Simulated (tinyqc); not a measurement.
# Via and link resistance from two via chains

Problem. A chain of 5000 vias joined by 5000 metal links has R = 5000 (Rv + Rlink), with Rlink proportional to the link length. Find Rv, Rlink for length L, and the value of Rv that the short chain would give if the links were ignored.

resistance of chains of 5000 links with link lengths L and 3 L (ohm): 27500  46500

Solution. R per link is a straight line in the link length; its intercept at zero length is Rv.

Rv = 3.60 ohm
Rlink = 1.90 ohm
Rv without correction = 5.50 ohm

Numbers from tinyqc (`OMP_NUM_THREADS=1 python tinyqc.py 2750180 2750181 out.jsonl`; about 0.01 s on one thread of a shared Intel Xeon 2.30GHz).
